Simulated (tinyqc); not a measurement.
# Hydrogen passivation of interface dangling bonds: competing passivation and dissociation with distributed barriers, step by step

A worked calculation. Computed by tinyqc, a small Python program that keeps every step. Command: `OMP_NUM_THREADS=1 python tinyqc.py 3021916 3021917 out.jsonl passiv walk`. One thread of a shared host (Intel(R) Xeon(R) Processor @ 2.30GHz), about 0.02 s of CPU time with the checks. Intermediate numbers are printed to about 6 digits and carried at full precision; extremes and crossings named in words are read from the listed rows.

P_b + H2 gives P_bH + H at the rate k_f [H2]; P_bH gives P_b + H at the rate k_d. All defects start unpassivated. E_f and E_d are Gaussian and independent.

Inputs (values chosen for the exercise, close to those used for P_b centres at the silicon-oxide interface):

| quantity | value | unit |
|---|---|---|
| defect density N0 | 5.3e+11 | 1/cm^2 |
| passivation prefactor k_f0 | 7.1e-08 | cm^3/s |
| mean passivation barrier E_f | 1.57 | eV |
| spread sigma_f | 0.033 | eV |
| dissociation prefactor k_d0 | 1.5e+12 | 1/s |
| mean dissociation barrier E_d | 2.77 | eV |
| spread sigma_d | 0.068 | eV |
| H2 in the oxide per atm, solubility factor | 3.2e+17 | 1/(cm^3 atm) |
| hydrogen pressure p | 10 | atm |
| anneal temperature T | 575 | C |
| anneal time t | 2900 | s |
| oxide thickness | 4.5 | nm |

Constants: k_B = 8.617333262e-05 eV/K; e = 1.602176634e-19 C; eps_0 = 8.8541878128e-12 F/m.

## Single barriers

[H2] = solubility factor x p; a = k_f0 [H2] exp(-E_f/(k_B T)), d = k_d0 exp(-E_d/(k_B T)). For one pair of barriers the active share is y = [d + a exp(-(a + d) t)]/(a + d). Temperatures in kelvin are T(C) + 273.15.

passivation rate a = 106.497 1/s

dissociation rate d = 5.20619e-05 1/s

a t = 308841

steady active share d/(a + d) = 4.88858e-07

active share, single barriers = 4.88858e-07

Passivation has run its course, and the balance with dissociation sets the remainder. Caution: single-barrier shares below about 1e-3 are formal; measured passivation levels off well above them.

## Distributed barriers

Average y over both Gaussians with 40 x 40 Gauss-Hermite points. Active density N0 y; threshold shift if each active defect holds one charge, e N0 y t_ox/(3.9 eps_0).

active share y = 8.34481e-07

active density = 442275 1/cm^2

threshold shift = 9.23426e-05 mV

The spread changes the remainder by a factor 1.71: sigma_f/(k_B T) = 0.45 and sigma_d/(k_B T) = 0.93. Caution: densities below a few 1e9 per cm^2 are formal: other defects set the floor in real interfaces.

## Best anneal temperature for this time and pressure

Minimise the averaged y over T between 150 and 900 C: find where ln y is equal at T - 0.05 and T + 0.05 C; T is rounded to 0.1 C.

best temperature = 356.7 C

least active share = 4.68667e-09

Caution: a least active share below 1e-3 is a property of the model; measured passivation levels off well above it. Caution: atomic hydrogen, which both passivates and depassivates, and further passivation during cooling are left out.

## Isochronal anneals

The formulas are those given above.

Active share after the time t:

| T (C) | a (1/s) | d (1/s) | single barriers | distributed |
|---|---|---|---|---|
| 200 | 4.30015e-06 | 4.69152e-18 | 9.87607e-01 | 9.82979e-01 |
| 250 | 1.70520e-04 | 3.09905e-15 | 6.09871e-01 | 5.79498e-01 |
| 300 | 3.55800e-03 | 6.59389e-13 | 3.30267e-05 | 5.99436e-03 |
| 350 | 4.55933e-02 | 5.93585e-11 | 1.30191e-09 | 8.70496e-09 |
| 400 | 3.99983e-01 | 2.73839e-09 | 6.84627e-09 | 1.60005e-08 |
| 450 | 2.59873e+00 | 7.43708e-08 | 2.86181e-08 | 5.97173e-08 |
| 500 | 1.32545e+01 | 1.31779e-06 | 9.94221e-08 | 1.89217e-07 |
| 600 | 1.96991e+02 | 1.54095e-04 | 7.82245e-07 | 1.29559e-06 |
| 700 | 1.68130e+03 | 6.77225e-03 | 4.02796e-06 | 6.04627e-06 |
| 800 | 9.62276e+03 | 1.47057e-01 | 1.52820e-05 | 2.13417e-05 |

The distributed share is least at 350 C among these rows, 8.7e-9, and the search puts the optimum at 356.7 C. On the cold side defects with high E_f survive; on the hot side dissociation, with the larger barrier, gains on passivation with an energy E_d - E_f = 1.20 eV. In that row single barriers give 1.3e-9, so the spread raises the floor. Caution: shares below about 1e-3 in these rows are formal; measured passivation levels off well above them.

Checks made by the program: Gauss-Hermite average against a fine uniform grid (relative difference below 1e-10).
